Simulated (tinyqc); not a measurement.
Worked calculation: UHF in the 3-21g basis, for H2, spin multiplicity 3. Computed by tinyqc, a small Python program that keeps every step (integrals from PySCF). Settings: charge = 0, multiplicity = 3, basis = 3-21g, energy threshold = 1e-08, iteration cap = 90, orthogonalisation = canonical, start = highest core orbitals, DIIS depth = 3, method = UHF. Command: `OMP_NUM_THREADS=1 python tinyqc.py 23862 23863 out.jsonl` (the two numbers bound the seeds that draw the settings). One thread of a shared host (Intel(R) Xeon(R) Processor @ 2.60GHz), about 0.06 s of CPU time with the checks. Later iterations appear only in the table of the cycle.

## One-electron integrals

Geometry (angstrom):
```
atom         x         y         z
H     0.000000  0.000000  0.000000
H     0.000000  0.000000  0.961000
```

Basis 3-21g: exponents (1/bohr^2) and contraction coefficients of normalised primitives:
```
element  l (shell)  exponent  coefficient
H            s (1)  5.447178     0.156285
H            s (1)  0.824547     0.904691
H            s (2)  0.183192     1.000000
```

Overlap, kinetic and nuclear-attraction integrals over the contracted functions; the nuclear repulsion is the sum of Za Zb / Rab.

nuclear repulsion = 0.55065266 hartree

overlap S, lower triangle:
```
          1H 1s     1H 2s     2H 1s     2H 2s
1H 1s  1.000000
1H 2s  0.645899  1.000000
2H 1s  0.224950  0.392247  1.000000
2H 2s  0.392247  0.739279  0.645899  1.000000
```

kinetic energy T (hartree), lower triangle:
```
          1H 1s     1H 2s     2H 1s     2H 2s
1H 1s  1.549405
1H 2s  0.293152  0.274788
2H 1s  0.005914  0.118679  1.549405
2H 2s  0.118679  0.162234  0.293152  0.274788
```

nuclear attraction V (hartree), lower triangle:
```
           1H 1s      1H 2s      2H 1s      2H 2s
1H 1s  -2.271132
1H 2s  -1.134977  -1.167549
2H 1s  -0.463713  -0.710717  -2.271132
2H 2s  -0.710717  -0.916765  -1.134977  -1.167549
```

core Hamiltonian H = T + V (hartree), lower triangle:
```
           1H 1s      1H 2s      2H 1s      2H 2s
1H 1s  -0.721727
1H 2s  -0.841825  -0.892761
2H 1s  -0.457798  -0.592038  -0.721727
2H 2s  -0.592038  -0.754531  -0.841825  -0.892761
```

## Two-electron integrals

Functions are numbered as in S; the eight-fold symmetry (ij|kl) = (ji|kl) = (kl|ij) leaves the list below.

Two-electron integrals (ij|kl) in chemists' order, unique and non-zero (hartree):
```
(11|11) 1.140145   (21|11) 0.611403   (21|21) 0.345152   (22|11) 0.626370
(22|21) 0.380329   (22|22) 0.482957   (31|11) 0.194261   (31|21) 0.112481
(31|22) 0.128569   (31|31) 0.052249   (32|11) 0.239896   (32|21) 0.147760
(32|22) 0.191100   (32|31) 0.074523   (32|32) 0.126645   (33|11) 0.542868
(33|21) 0.342946   (33|22) 0.465678   (33|31) 0.194261   (33|32) 0.362160
(33|33) 1.140145   (41|11) 0.362160   (41|21) 0.205607   (41|22) 0.228722
(41|31) 0.074523   (41|32) 0.100426   (41|33) 0.239896   (41|41) 0.126645
(42|11) 0.426586   (42|21) 0.261429   (42|22) 0.339850   (42|31) 0.102889
(42|32) 0.165258   (42|33) 0.426586   (42|41) 0.165258   (42|42) 0.263952
(43|11) 0.342946   (43|21) 0.215207   (43|22) 0.291473   (43|31) 0.112481
(43|32) 0.205607   (43|33) 0.611403   (43|41) 0.147760   (43|42) 0.261429
(43|43) 0.345152   (44|11) 0.465678   (44|21) 0.291473   (44|22) 0.401059
(44|31) 0.128569   (44|32) 0.228722   (44|33) 0.626370   (44|41) 0.191100
(44|42) 0.339850   (44|43) 0.380329   (44|44) 0.482957
```

## Orthogonalisation

S = U s U^T; canonical form X = U s^(-1/2), so that X^T S X = 1. Each column of U has its largest component positive (the first on a tie).

eigenvalues of S: 0.156675  0.412591  0.879095  2.551638

X:
```
               1          2          3         4
1H 1s  -0.677958   0.866960   0.697747  0.272797
1H 2s   1.652785  -0.678405   0.286210  0.348618
2H 1s   0.677958   0.866960  -0.697747  0.272797
2H 2s  -1.652785  -0.678405  -0.286210  0.348618
```

## Starting guess

The start is the highest orbitals of the core Hamiltonian (a deliberately bad start); D(s) = C_occ C_occ^T for each spin.

D(alpha) at the start, lower triangle:
```
           1H 1s      1H 2s      2H 1s     2H 2s
1H 1s   1.529212
1H 2s  -1.844588   2.393562
2H 1s  -0.126403   0.658431   1.529212
2H 2s   0.658431  -1.390595  -1.844588  2.393562
```

D(beta) at the start, lower triangle:
```
          1H 1s     1H 2s     2H 1s     2H 2s
1H 1s  0.000000
1H 2s  0.000000  0.000000
2H 1s  0.000000  0.000000  0.000000
2H 2s  0.000000  0.000000  0.000000  0.000000
```

## Iteration 1: building the Fock matrix

J_ij = sum D_kl (ij|kl) with D = D(alpha) + D(beta), K_ij = sum D_kl (ik|jl) for each spin; F = H + J - K(s); E = tr D H + tr D J / 2 - 0.5 sum_s tr D(s) K(s) + E_nn.

Coulomb J (hartree), lower triangle:
```
          1H 1s     1H 2s     2H 1s     2H 2s
1H 1s  1.224102
1H 2s  0.709956  0.882677
2H 1s  0.276601  0.442478  1.224102
2H 2s  0.442478  0.677804  0.709956  0.882677
```

exchange K(alpha) (hartree), lower triangle:
```
          1H 1s     1H 2s     2H 1s     2H 2s
1H 1s  0.426290
1H 2s  0.059787  0.109860
2H 1s  0.037106  0.044682  0.426290
2H 2s  0.044682  0.084278  0.059787  0.109860
```

exchange K(beta) (hartree), lower triangle:
```
          1H 1s     1H 2s     2H 1s     2H 2s
1H 1s  0.000000
1H 2s  0.000000  0.000000
2H 1s  0.000000  0.000000  0.000000
2H 2s  0.000000  0.000000  0.000000  0.000000
```

F(alpha) (hartree), lower triangle:
```
           1H 1s      1H 2s      2H 1s      2H 2s
1H 1s   0.076085
1H 2s  -0.191656  -0.119944
2H 1s  -0.218303  -0.194242   0.076085
2H 2s  -0.194242  -0.161005  -0.191656  -0.119944
```

F(beta) (hartree), lower triangle:
```
           1H 1s      1H 2s      2H 1s      2H 2s
1H 1s   0.502375
1H 2s  -0.131869  -0.010084
2H 1s  -0.181197  -0.149560   0.502375
2H 2s  -0.149560  -0.076726  -0.131869  -0.010084
```

total energy of this density = 1.27522757 hartree

## Iteration 1: diagonalisation and new density

Diagonalise F' = X^T F X, C = X C', fill 2 alpha and 0 beta electrons from the bottom; D(s) = C_occ C_occ^T. Each column has its largest component positive (the first on a tie).

F' = X^T F X (alpha) (hartree), lower triangle:
```
           1          2         3          4
1   0.483357
2   0.000000   0.435470
3  -0.234708   0.000000  0.295439
4   0.000000  -0.024812  0.000000  -0.236255
```

orbital energies (alpha) (hartree): MO1 -0.237171, MO2 0.136581, MO3 0.436385, MO4 0.642215

coefficients C (alpha):
```
            MO1        MO2        MO3        MO4
1H 1s  0.304570   0.197832   0.856315  -0.952544
1H 2s  0.323373   1.163431  -0.690794   1.208322
2H 1s  0.304570  -0.197832   0.856315   0.952544
2H 2s  0.323373  -1.163431  -0.690794  -1.208322
```

F' = X^T F X (beta) (hartree), lower triangle:
```
           1         2         3          4
1   0.913175
2   0.000000  1.064990
3  -0.549730  0.000000  0.690645
4   0.000000  0.127031  0.000000  -0.080356
```

orbital energies (beta) (hartree): MO1 -0.094276, MO2 0.241033, MO3 1.078910, MO4 1.362786

coefficients C (beta):
```
            MO1        MO2        MO3        MO4
1H 1s  0.176738   0.110894   0.891517  -0.966530
1H 2s  0.420440   1.267920  -0.636394   1.098177
2H 1s  0.176738  -0.110894   0.891517   0.966530
2H 2s  0.420440  -1.267920  -0.636394  -1.098177
```

D(alpha) after iteration 1, lower triangle:
```
           1H 1s      1H 2s     2H 1s     2H 2s
1H 1s   0.131900
1H 2s   0.328653   1.458142
2H 1s   0.053625  -0.131674  0.131900
2H 2s  -0.131674  -1.249001  0.328653  1.458142
```

D(beta) after iteration 1, lower triangle:
```
          1H 1s     1H 2s     2H 1s     2H 2s
1H 1s  0.000000
1H 2s  0.000000  0.000000
2H 1s  0.000000  0.000000  0.000000
2H 2s  0.000000  0.000000  0.000000  0.000000
```

## Iteration 2: building the Fock matrix

As before.

Coulomb J (hartree), lower triangle:
```
          1H 1s     1H 2s     2H 1s     2H 2s
1H 1s  1.238321
1H 2s  0.739746  0.928925
2H 1s  0.283396  0.459223  1.238321
2H 2s  0.459223  0.711952  0.739746  0.928925
```

exchange K(alpha) (hartree), lower triangle:
```
          1H 1s     1H 2s     2H 1s     2H 2s
1H 1s  0.678320
1H 2s  0.559199  0.557675
2H 1s  0.241524  0.353097  0.678320
2H 2s  0.353097  0.433565  0.559199  0.557675
```

exchange K(beta) (hartree), lower triangle:
```
          1H 1s     1H 2s     2H 1s     2H 2s
1H 1s  0.000000
1H 2s  0.000000  0.000000
2H 1s  0.000000  0.000000  0.000000
2H 2s  0.000000  0.000000  0.000000  0.000000
```

F(alpha) (hartree), lower triangle:
```
           1H 1s      1H 2s      2H 1s      2H 2s
1H 1s  -0.161726
1H 2s  -0.661278  -0.521512
2H 1s  -0.415927  -0.485912  -0.161726
2H 2s  -0.485912  -0.476144  -0.661278  -0.521512
```

F(beta) (hartree), lower triangle:
```
           1H 1s      1H 2s      2H 1s     2H 2s
1H 1s   0.516594
1H 2s  -0.102079   0.036163
2H 1s  -0.174403  -0.132815   0.516594
2H 2s  -0.132815  -0.042579  -0.102079  0.036163
```

total energy of this density = -0.84194944 hartree

## Iteration 2: DIIS over 2 matrices

error matrix X^T (FDS - SDF) X (alpha):
```
           1         2         3          4
1   0.000000  0.000000  0.081488   0.000000
2   0.000000  0.000000  0.000000  -0.008200
3  -0.081488  0.000000  0.000000   0.000000
4   0.000000  0.008200  0.000000   0.000000
```

B (overlaps of the stored error matrices):
```
               1              2
1  1.5176799e-02  1.3369757e-02
2  1.3369757e-02  1.3414957e-02
```

Minimise |sum c_i e_i|^2 with sum c_i = 1: solve [B -1; -1 0][c; lambda] = [0; -1] with B_ij = tr e_i^T e_j summed over both spins, and take F = sum c_i F_i.

DIIS coefficients: 0.024403  0.975597

extrapolated F(alpha) (hartree), lower triangle:
```
           1H 1s      1H 2s      2H 1s      2H 2s
1H 1s  -0.155923
1H 2s  -0.649818  -0.511712
2H 1s  -0.411105  -0.478794  -0.155923
2H 2s  -0.478794  -0.468454  -0.649818  -0.511712
```

extrapolated F(beta) (hartree), lower triangle:
```
           1H 1s      1H 2s      2H 1s     2H 2s
1H 1s   0.516247
1H 2s  -0.102806   0.035035
2H 1s  -0.174568  -0.133224   0.516247
2H 2s  -0.133224  -0.043412  -0.102806  0.035035
```

## Iteration 2: diagonalisation and new density

As before.

F' = X^T F X (alpha) (hartree), lower triangle:
```
           1          2         3          4
1   0.764779
2   0.000000   0.900586
3  -0.610438   0.000000  0.104768
4   0.000000  -0.069064  0.000000  -0.751975
```

orbital energies (alpha) (hartree): MO1 -0.754856, MO2 -0.259156, MO3 0.903467, MO4 1.128703

coefficients C (alpha):
```
            MO1        MO2        MO3        MO4
1H 1s  0.308697   0.252159   0.854836  -0.939624
1H 2s  0.320037   1.092185  -0.692347   1.273085
2H 1s  0.308697  -0.252159   0.854836   0.939624
2H 2s  0.320037  -1.092185  -0.692347  -1.273085
```

F' = X^T F X (beta) (hartree), lower triangle:
```
           1         2         3          4
1   0.927287
2   0.000000  1.061197
3  -0.521001  0.000000  0.709797
4   0.000000  0.110267  0.000000  -0.040970
```

orbital energies (beta) (hartree): MO1 -0.051893, MO2 0.286314, MO3 1.072121, MO4 1.350771

coefficients C (beta):
```
            MO1        MO2        MO3        MO4
1H 1s  0.186002   0.113826   0.889630  -0.966189
1H 2s  0.413798   1.264582  -0.640733   1.102018
2H 1s  0.186002  -0.113826   0.889630   0.966189
2H 2s  0.413798  -1.264582  -0.640733  -1.102018
```

D(alpha) after iteration 2, lower triangle:
```
           1H 1s      1H 2s     2H 1s     2H 2s
1H 1s   0.158878
1H 2s   0.374199   1.295292
2H 1s   0.031710  -0.176610  0.158878
2H 2s  -0.176610  -1.090445  0.374199  1.295292
```

D(beta) after iteration 2, lower triangle:
```
          1H 1s     1H 2s     2H 1s     2H 2s
1H 1s  0.000000
1H 2s  0.000000  0.000000
2H 1s  0.000000  0.000000  0.000000
2H 2s  0.000000  0.000000  0.000000  0.000000
```

## Iteration 6 (converged): orbitals

converged F(alpha) (hartree), lower triangle:
```
           1H 1s      1H 2s      2H 1s      2H 2s
1H 1s  -0.168215
1H 2s  -0.659250  -0.507690
2H 1s  -0.399153  -0.477668  -0.168215
2H 2s  -0.477668  -0.466346  -0.659250  -0.507690
```

converged F(beta) (hartree), lower triangle:
```
           1H 1s      1H 2s      2H 1s     2H 2s
1H 1s   0.554777
1H 2s  -0.082973   0.051726
2H 1s  -0.165899  -0.120453   0.554777
2H 2s  -0.120453  -0.029331  -0.082973  0.051726
```

As before.

F' = X^T F X (alpha) (hartree), lower triangle:
```
           1          2         3          4
1   0.800275
2   0.000000   0.925256
3  -0.605944   0.000000  0.073043
4   0.000000  -0.074071  0.000000  -0.753695
```

orbital energies (alpha) (hartree): MO1 -0.756956, MO2 -0.270013, MO3 0.928517, MO4 1.143330

coefficients C (alpha):
```
            MO1        MO2        MO3        MO4
1H 1s  0.310669   0.273178   0.854121  -0.933729
1H 2s  0.318438   1.063345  -0.693083   1.297270
2H 1s  0.310669  -0.273178   0.854121   0.933729
2H 2s  0.318438  -1.063345  -0.693083  -1.297270
```

F' = X^T F X (beta) (hartree), lower triangle:
```
           1         2         3          4
1   0.937342
2   0.000000  1.083773
3  -0.533232  0.000000  0.744942
4   0.000000  0.125678  0.000000  -0.014062
```

orbital energies (beta) (hartree): MO1 -0.028266, MO2 0.299301, MO3 1.097976, MO4 1.382982

coefficients C (beta):
```
            MO1        MO2        MO3        MO4
1H 1s  0.173711   0.100637   0.892111  -0.967651
1H 2s  0.422598   1.279496  -0.634963   1.084668
2H 1s  0.173711  -0.100637   0.892111   0.967651
2H 2s  0.422598  -1.279496  -0.634963  -1.084668
```

D(alpha) after iteration 6, lower triangle:
```
           1H 1s      1H 2s     2H 1s     2H 2s
1H 1s   0.171142
1H 2s   0.389412   1.232106
2H 1s   0.021889  -0.191554  0.171142
2H 2s  -0.191554  -1.029301  0.389412  1.232106
```

D(beta) after iteration 6, lower triangle:
```
          1H 1s     1H 2s     2H 1s     2H 2s
1H 1s  0.000000
1H 2s  0.000000  0.000000
2H 1s  0.000000  0.000000  0.000000
2H 2s  0.000000  0.000000  0.000000  0.000000
```

## Convergence

Stop when the energy changes by less than 1e-08 hartree and every element of the error matrix X^T (F D S - S D F) X (for each spin) is below 3e-05.

Course of the cycle:
```
iteration  E (hartree)     change  largest element of the error matrix
1           1.27522757          -                             7.82e-02
2          -0.84194944  -2.12e+00                             8.15e-02
3          -0.84800565  -6.06e-03                             2.30e-02
4          -0.84852757  -5.22e-04                             1.43e-04
5          -0.84852760  -2.92e-08                             1.44e-05
6          -0.84852760  -1.66e-10                             3.93e-09
```

PySCF UHF in the same basis, after a stability check = -0.84852760 hartree

Converged in 6 iterations.

## Populations, bond orders and dipole

Mulliken: Z minus the diagonal of D S on the atom; Loewdin: the same with S^(1/2) D S^(1/2); Mayer order: 2 sum_s sum (D(s) S)_ij (D(s) S)_ji over the two atoms.

Charges (e):
```
atom  Mulliken  Loewdin  Mulliken spin
1H           0        0       1.000000
2H           0        0       1.000000
```

Mayer bond orders:
```
pair      order
2-1   -0.170834
```

dipole moment about the origin, x y z (debye): 0.000000  0.000000  0.000000

<S^2> of the determinant (pure state: 2) = 2.000000
